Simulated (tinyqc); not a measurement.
Potential-pH (Pourbaix) lines of a metal, its cation, its oxide and an oxyanion, with a complexing ligand: one step, computed by the program tinyqc. Command: `OMP_NUM_THREADS=1 python tinyqc.py 3030439 3030440 out.jsonl pourb walk`. One thread of a shared host (Intel(R) Xeon(R) Processor @ 2.30GHz), about 0.02 s of CPU time with the checks.

Potentials are against the standard hydrogen electrode; solids and water have unit activity; dG_f of M, H+ and the electron is zero; F = e N_A and s = R T ln(10)/F. The cation carries z = 2.

Problem. Mixed potential with oxygen reduction. Anodic i = i0a 10^((E - E_a)/b_a) with E_a the cation line with ligand; cathodic i = i0c 10^((E_c - E)/b_c) with E_c the oxygen line; supply caps the cathodic current, 1/i_c = 1/i(Tafel) + 1/i_L. E_corr makes the two currents equal. Without the cap it would be [b_c E_a + b_a E_c + b_a b_c log10(i0c/i0a)]/(b_a + b_c). Rate = i V_m/(z F). Films are left out.

Inputs (values chosen for the exercise, modelled on copper): temperature T = 298.15 K; pH = 13; limiting current density i_L = 0.00057 A/cm^2; molar volume V_m = 7.11 cm^3/mol.

Species: M, M2+, MO, MO2(2-).

exchange current densities, metal and cathodic (A/cm^2): [7.6e-06, 4.4e-11]

Tafel slopes, anodic and cathodic (mV/decade): [75, 135]

cation line with ligand = -0.1732075 V

oxygen line = 0.4598199 V

Constants: e = 1.602176634e-19 C; N_A = 6.02214076e+23 1/mol.

Give: E_corr without the cap; corrosion potential E_corr; corrosion current density; i/i_L; etch rate.

Solution.

E_corr without the cap = -0.19964 V

corrosion potential E_corr = -0.19977 V

corrosion current density = 3.3628e-06 A/cm^2

i/i_L = 0.0058997

etch rate = 0.074342 nm/min

The current is under activation control. Caution: other oxidation states, hydroxides and hydrides are left out, and the lines say nothing of rates. Caution: at this pH the oxyanion, not the cation, is the stable product, so this anodic line is not the one that acts. Caution: so near the reversible potential the back reaction matters and the Tafel form fails.
